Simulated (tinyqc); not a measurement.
RKS/PBE in the sto-3g basis, for H3+, spin multiplicity 1, step by step. One step of it, computed by the program tinyqc.

Question. Iteration 2: diagonalisation and new density. Diagonalise F' = X^T F X, C = X C', fill 1 alpha and 1 beta electrons from the bottom; D = 2 C_occ C_occ^T. Each column has its largest component positive (the first on a tie).

Kohn-Sham matrix F (hartree), lower triangle:
```
           1H 1s      2H 1s      3H 1s
1H 1s  -0.601687
2H 1s  -0.242013  -0.325265
3H 1s  -0.283577  -0.181221  -0.653175
```

X, lower triangle:
```
           1H 1s      2H 1s     3H 1s
1H 1s   1.051726
2H 1s  -0.128124   1.035960
3H 1s  -0.128204  -0.073709  1.035988
```

Give: F' = X^T F X; orbital energies; coefficients C; D after iteration 2.

Answer.

F' = X^T F X (hartree), lower triangle:
```
         1        2        3
1  -0.5459
2  -0.1099  -0.2759
3  -0.1117  -0.0658  -0.6143
```

orbital energies (hartree): MO1 -0.7284, MO2 -0.4726, MO3 -0.2350

coefficients C:
```
          MO1      MO2      MO3
1H 1s  0.5152   0.8263  -0.4368
2H 1s  0.1332   0.1478   1.0274
3H 1s  0.6769  -0.7909  -0.1066
```

D after iteration 2, lower triangle:
```
        1H 1s   2H 1s   3H 1s
1H 1s  0.5308
2H 1s  0.1372  0.0355
3H 1s  0.6975  0.1803  0.9164
```
